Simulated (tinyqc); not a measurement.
Coupling and lever arm from microwave spectroscopy.

Inverse problem. A charge qubit absorbs at h f = sqrt(ep^2 + 4 tc^2), ep = al (V - V0). Find al, V0 and tc.

Constants: q = 1.602176634e-19 C, h = 6.62607015e-34 J s. Results are converted to the units shown.

gate voltage (mV): 0.08  0.83  1.43
resonance frequency Om/h (GHz): 14.507935  12.976292  20.923642

Solution. (h f)^2 is a parabola in V: its curvature gives al, its vertex V0 and 4 tc^2.

al = 0.0800 eV/V
V0 = 0.530 mV
tc = 24.0 ueV

Program tinyqc, `OMP_NUM_THREADS=1 python tinyqc.py 2470108 2470109 out.jsonl`; Intel Xeon 2.30GHz, shared host, one thread, about 0.01 s.
